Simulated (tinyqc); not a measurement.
# Model parameters from four stresses

Problem. The threshold shift of a transistor under bias-temperature stress follows dV = A (V/V0)^g exp[-(Ea q/kB)(1/T - 1/T0)] (t/1 s)^n. Find n, A, g and Ea.

Inputs (values chosen for the exercise): reference stress voltage V0 = 1.7 V; reference temperature T0 = 398 K.

Constants: q = 1.602176634e-19 C, kB = 1.380649e-23 J/K. Results are converted to the units shown.

dV at (V0, T0, 10 s), (V0, T0, 1000 s), (1.4 V, T0, 1000 s) and (V0, 423 K, 1000 s) (mV): [10.189462, 29.386729, 11.131324, 38.054827]

Answer. Each pair differs in one condition, and the logarithm of its ratio gives one exponent.

n = 0.2300
A = 6.000 mV
g = 5.000
Ea = 0.1500 eV

Program tinyqc, `OMP_NUM_THREADS=1 python tinyqc.py 2070027 2070028 out.jsonl`; Intel Xeon 2.30GHz, shared host, one thread, about 0.01 s.
